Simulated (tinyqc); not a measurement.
Read current of a NAND string, cells in series solved by shooting: one step of the calculation.

Cells in series, numbered from 0 at the source line (0 V) to the bit line, each followed by a gap resistance Rg. A cell with gate Vg, threshold VT, source Vs and drain Vd passes I = 2 nf K Vt^2 [F(Vs) - F(Vd)]/(1 + th max(Vg - VT, 0)), F(V) = ln^2(1 + exp((Vg - VT - nf V)/(2 nf Vt))). The selected cell has Vg = Vr, the others Vg = Vp.

Problem. Node voltages for a trial current. For a trial current I start at 0 V and, cell by cell (the selected one is cell 0), solve for the drain: sqrt(F(Vd)) = sqrt(F(Vs) - I/k), k = 2 nf K Vt^2/(1 + th max(Vg - VT, 0)), Vd = [Vg - VT - 2 nf Vt ln(exp(sqrt F) - 1)]/nf, then add I Rg.

Values chosen for this exercise; values of the order met in vertical NAND strings:
```
symbol  value    unit                                 meaning
T         358       K                             temperature
K          25  uA/V^2                   gain factor of a cell
nf        2.1                                    slope factor
th       0.15     1/V               mobility reduction factor
Rg        1.9    kohm     resistance of the gap between cells
Vbl       0.5       V                        bit-line voltage
Vp        6.7       V                            pass voltage
Vr       2.37       V  read voltage on the selected word line
```

Constants: q = 1.602176634e-19 C, kB = 1.380649e-23 J/K, Vt = kB T/q. Results are converted to the units shown.

first trial current = 3 uA
thresholds from the source end, cell 0 to 3 (V): 1.4  -0.8  -0.8  4.1

Wanted: node voltage after each cell and gap, trial 1.

Solution.

node voltage after each cell and gap, trial 1, cell 0 to 3 (V): 0.18101  0.22272  0.26488  0.35594

Program tinyqc, `OMP_NUM_THREADS=1 python tinyqc.py 2142276 2142277 out.jsonl`; Intel Xeon 2.30GHz, shared host, one thread, about 0.7 s.
